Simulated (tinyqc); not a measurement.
Smoothing against break-up: capillary instabilities by surface diffusion: grooving and agglomeration of films, edge retraction, wire break-up and smoothing of roughness. Computed by tinyqc, a small Python program. Command: `OMP_NUM_THREADS=1 python tinyqc.py 3017651 3017652 out.jsonl dewet walk`. One thread of a shared host (Intel(R) Xeon(R) Processor @ 2.30GHz), about 0.01 s of CPU time with the checks.

Isotropic surface energy; shapes change by surface diffusion alone.

Inputs (values chosen for the exercise, for a model film): surface energy gamma_s = 1.51 J/m^2; grain-boundary energy gamma_b = 0.57 J/m^2; atomic volume Omega = 17 angstrom^3; surface sites nu = 7 1/nm^2; prefactor D0 = 0.00053 m^2/s; activation energy Q = 1.03 eV; temperature T = 643 K; film thickness h = 15 nm; grain radius R = 76 nm; wire radius r = 3.6 nm; initial ripple over radius = 0.05; roughness wavelength lambda = 94 nm.

Grooves: at the surface only.

Constants: k_B = 8.617333262e-05 eV/K; k_B = 1.380649e-23 J/K.

Method:
- Groove angle beta: sin(beta) = gamma_b/(2 gamma). For circular grains of radius R with spherical caps the groove ends (measured from the mean surface) at the depth R g(beta), g = (2 - 3 cos beta + cos^3 beta)/(3 sin^3 beta). The film parts if R g(beta_s) > h.
- B = D_s nu gamma_s Omega^2/(k_B T), D_s = D0 exp(-Q/(k_B T)).
- A wire with r + A cos(k z) has dA/dt = (B/r^4) (kr)^2 [1 - (kr)^2] A: unstable for wavelengths above 2 pi r, fastest at kr = 1/sqrt 2 with the rate B/(4 r^4); break-up time about (4 r^4/B) ln(r/A0); each wavelength makes a sphere of radius (3 r^2 lambda_m/4)^(1/3).
- Roughness of wavelength lambda on a flat face decays as exp[-B (2 pi/lambda)^4 t]; the smoothing time is that for a factor e^3.

beta_s = 10.8794 degrees

Times (s); the last column is (h/(0.780 tan beta_s))^4/B:
```
T (K)  B (nm^4/s)   smoothing  wire break-up  groove to depth h
547    6.9388e+04  2.1658e+00     2.9006e-02         1.4445e+03
579    2.1932e+05  6.8523e-01     9.1769e-03         4.5701e+02
611    6.1272e+05  2.4527e-01     3.2848e-03         1.6359e+02
643    1.5414e+06  9.7501e-02     1.3058e-03         6.5029e+01
675    3.5443e+06  4.2401e-02     5.6786e-04         2.8280e+01
707    7.5421e+06  1.9926e-02     2.6686e-04         1.3290e+01
772    2.8674e+07  5.2411e-03     7.0191e-05         3.4956e+00
```

What follows from these numbers?

All times share 1/B, so their ratios do not depend on T: break-up over smoothing is 0.013. The wire breaks before this roughness is smoothed, at any temperature. Smoothing is safe for lambda well below 2 pi r, above which a ripple along the wire grows instead. B spans 2.6 decades over these rows.
